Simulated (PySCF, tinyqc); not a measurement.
Ways to converge the cycle: SCF convergence aids in the sto-3g basis, for H6, spin multiplicity 1. Computed by the program tinyqc with PySCF. 

Geometry (angstrom):
```
atom,x,y,z
H,0.0000,0.0000,0.0000
H,0.0000,0.0000,1.2080
H,0.0000,0.0000,3.0120
H,0.0000,0.0000,4.2200
H,0.0000,0.0000,6.0240
H,0.0000,0.0000,7.2320
```

lowest restricted solution found by these runs and by PySCF = -3.005712 hartree

RHF with one setting changed at a time; a run stops when the energy changes by less than 1e-09 hartree and the error matrix is below 1e-5. The start is the Wolfsberg-Helmholz matrix. Damping d keeps d of the old density; a shift (hartree) raises the virtual levels; DIIS n extrapolates F over n matrices.

Largest element of the error matrix X^T (FDS - SDF) X:
```
iteration,plain,damping 0.3,damping 0.6,shift 0.4,DIIS 3,DIIS 8
1,1.6e-01,1.6e-01,1.6e-01,1.6e-01,1.6e-01,1.6e-01
2,1.4e-02,4.0e-02,9.3e-02,5.1e-02,1.4e-02,1.4e-02
3,3.7e-03,1.1e-02,5.3e-02,1.5e-02,4.2e-03,4.2e-03
4,1.1e-03,5.6e-03,3.0e-02,7.1e-03,8.3e-05,8.3e-05
5,3.0e-04,2.8e-03,1.7e-02,3.8e-03,1.5e-05,6.0e-06
6,8.4e-05,1.4e-03,9.5e-03,2.1e-03,6.0e-07,3.1e-07
8,6.7e-06,3.5e-04,4.2e-03,5.9e-04,-,-
10,-,8.8e-05,2.2e-03,1.7e-04,-,-
14,-,5.4e-06,5.7e-04,1.4e-05,-,-
20,-,-,7.5e-05,-,-,-
30,-,-,2.6e-06,-,-,-
```

How each run ends:
```
run,iterations,E (hartree),state
plain,9,-3.00571,lowest found
damping 0.3,17,-3.00571,lowest found
damping 0.6,35,-3.00571,lowest found
shift 0.4,15,-3.00571,lowest found
DIIS 3,6,-3.00571,lowest found
DIIS 8,6,-3.00571,lowest found
```

6 of 6 runs reach the lowest restricted solution found, in 6 to 35 iterations (fastest: DIIS 3, DIIS 8). Plain steps already contract here, so damping only slows them. DIIS 3 and DIIS 8 gain by cancelling the error over several earlier matrices, much as a quasi-Newton step does. The restricted reference is unstable here: a spin-polarised solution lies 0.0087 hartree lower (PySCF), so results built on it describe a poor reference.
